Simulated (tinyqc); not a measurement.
MESFET, gradual channel with velocity saturation: one step of the calculation.

A uniformly doped n-type channel, depleted from the top by a Schottky gate; at channel potential V the depleted share of a is u = sqrt((Vbi - Vg + V)/Vp), s at the source. Electrons drift with v = mu E/(1 + mu E/vsat). Abrupt depletion edge, no series resistance, source at 0.

Question. Saturation voltage, current and transconductance. Vdsat = Vp (um^2 - s^2); Isat = (G0 Vp/Z)(1 - um), which is q Nd vsat a W (1 - um); gm = G0 (um - s)/(1 + Z (um^2 - s^2)). For Z = 0: Vdsat = Vp (1 - s^2), Isat = (G0 Vp/3)(1 - 3 s^2 + 2 s^3), gm = G0 (1 - s).

um = 0.98313681
Vp = 1.3945546 V
G0 = 5.4506049 mS
Z = 0.55782185
s = 0.79543058

Find: Vdsat; Isat; gm; Vdsat for Z = 0; Isat for Z = 0; gm for Z = 0.

Answer.

Vdsat = 0.4656 V
Isat = 0.2298 mA
gm = 0.8625 mS
Vdsat for Z = 0 = 0.5122 V
Isat for Z = 0 = 0.2747 mA
gm for Z = 0 = 1.115 mS

The current saturates with 1.69 % of the channel still open at the drain, at 0.836 of the constant-mobility current.

tinyqc, about 0.06 s, one thread, Intel Xeon 2.30GHz (shared host): `OMP_NUM_THREADS=1 python tinyqc.py 2500136 2500137 out.jsonl`
